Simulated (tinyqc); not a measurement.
Series resistance and length offset from two lengths at two overdrives.

Problem. In strong inversion R W = Rsd + k(x)(L - dL), k(x) = (1 + th1 x)/(mu0 Cox x), x the overdrive, Cox = eps0 eox/tox, with Rsd and dL independent of x. Find dL, Rsd, mu0 and th1.

Values chosen for this exercise:
- eox = 3.9 (relative permittivity of the gate insulator (close to silicon dioxide))
- tox = 6.9 nm (insulator thickness)

Constants: eps0 = 8.8541878128e-14 F/cm where lengths are in cm. Results are converted to the units shown.

total resistance times width (ohm um):
```
	L = 0.055 um	L = 0.94 um
overdrive 0.56 V	869.402639	14333.5239
overdrive 1.27 V	544.321879	7469.88693
```

Solution. At each overdrive R W is a straight line in L; the two lines cross at L = dL, R W = Rsd. Their slopes give k x = (1 + th1 x)/(mu0 Cox), a straight line in x.

dL = 0.0110 um
Rsd = 200 ohm um
mu0 = 270 cm^2/(V s)
th1 = 0.270 1/V

Program tinyqc, `OMP_NUM_THREADS=1 python tinyqc.py 2210174 2210175 out.jsonl`; Intel Xeon 2.30GHz, shared host, one thread, about 0.02 s.
